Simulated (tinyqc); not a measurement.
# Read current of a NAND string, cells in series solved by shooting: effects of single changes

Cells in series, numbered from 0 at the source line (0 V) to the bit line, each followed by a gap resistance Rg. A cell with gate Vg, threshold VT, source Vs and drain Vd passes I = 2 nf K Vt^2 [F(Vs) - F(Vd)]/(1 + th max(Vg - VT, 0)), F(V) = ln^2(1 + exp((Vg - VT - nf V)/(2 nf Vt))). The selected cell has Vg = Vr, the others Vg = Vp.

Parameters, values chosen for the exercise; values of the order met in vertical NAND strings: temperature T = 358 K; gain factor of a cell K = 13 uA/V^2; slope factor nf = 1.8; mobility reduction factor th = 0.03 1/V; resistance of the gap between cells Rg = 3 kohm; bit-line voltage Vbl = 0.3 V; pass voltage Vp = 6.5 V; threshold of an erased cell Ve = -0.8 V; threshold of the highest state Vh = 4 V; threshold of the selected cell Vx = 2 V; sensing current Is = 10 nA; read voltage on the selected word line Vr = 3.09 V.

Constants: q = 1.602176634e-19 C, kB = 1.380649e-23 J/K, Vt = kB T/q. Results are converted to the units shown.

Each table varies one quantity; the others keep the values above.

## Read current against the number of cells

For a trial current I start at 0 V and, cell by cell, solve for the drain: sqrt(F(Vd)) = sqrt(F(Vs) - I/k), k = 2 nf K Vt^2/(1 + th max(Vg - VT, 0)), Vd = [Vg - VT - 2 nf Vt ln(exp(sqrt F) - 1)]/nf, then add I Rg. The string current is the I for which the last node reaches Vbl. The apparent threshold is the Vr at which I = Is. Background: all other cells erased (VT = Ve) or all in the highest state (VT = Vh); ratio and shift are high over erased and high minus erased. The selected cell is in the middle, cell n/2.

Read current against the number of cells:
columns A: n; B: I, others erased (uA); C: I, others high (uA); D: ratio; E: apparent VT, erased (V); F: apparent VT, high (V); G: background shift (mV)
```
A          B        C       D      E      F      G
8      1.391   0.7869  0.5657  1.946  1.947  1.458
16    0.8679   0.4280  0.4931  1.947  1.950  2.919
32    0.4946   0.2235  0.4520  1.949  1.955  5.848
64    0.2657   0.1143  0.4302  1.954  1.965  11.73
96    0.1816  0.07677  0.4227  1.958  1.976  17.66
128   0.1379  0.05780  0.4190  1.963  1.986  23.63
192  0.09316  0.03868  0.4152  1.972  2.008  35.73
```

With erased neighbours the current falls from 1.39 to 0.0932 uA, as n^(-0.68) between the first two rows and n^(-0.97) between the last two (-1 once the series resistance rules). The ratio falls from 0.566 to 0.415 and the background shift rises from 1.46 to 35.7 mV.

## Effect of the bit-line voltage

Same model as above.

The string has 128 cells and the selected one is cell 64.

Result of one run:
columns A: Vbl (V); B: I, others erased (uA); C: I, others high (uA); D: ratio; E: apparent VT, erased (V); F: apparent VT, high (V); G: background shift (mV)
```
A         B        C       D      E      F      G
0.3  0.1379  0.05780  0.4190  1.963  1.986  23.63
```

What becomes of these results when the bit-line voltage Vbl is changed from 0.3 to 0.2 V, all else the same?

Result of the changed run:
columns A: Vbl (V); B: I, others erased (uA); C: I, others high (uA); D: ratio; E: apparent VT, erased (V); F: apparent VT, high (V); G: background shift (mV)
```
A          B        C       D      E      F      G
0.2  0.09329  0.04001  0.4289  1.963  1.987  24.11
```

The whole series:
columns A: Vbl (V); B: I, others erased (uA); C: I, others high (uA); D: ratio; E: apparent VT, erased (V); F: apparent VT, high (V); G: background shift (mV)
```
A          B        C       D      E      F      G
0.1  0.04728  0.02074  0.4387  1.971  2.006  35.45
0.2  0.09329  0.04001  0.4289  1.963  1.987  24.11
0.3   0.1379  0.05780  0.4190  1.963  1.986  23.63
0.4   0.1811  0.07406  0.4089  1.963  1.986  23.61
0.5   0.2227  0.08879  0.3988  1.963  1.986  23.61
0.6   0.2623   0.1020  0.3888  1.963  1.986  23.61
0.7   0.2995   0.1136  0.3792  1.963  1.986  23.61
0.8   0.3334   0.1236  0.3705  1.963  1.986  23.61
```

As Vbl goes from 0.1 to 0.8 V, the current with erased neighbours rises from 0.0473 to 0.333 uA, that with high neighbours rises from 0.0207 to 0.124 uA and the ratio falls from 0.439 to 0.371. The background shift falls from 35.4 to 23.6 mV.

tinyqc, about 0.8 s, one thread, Intel Xeon 2.30GHz (shared host): `OMP_NUM_THREADS=1 python tinyqc.py 2142174 2142175 out.jsonl`
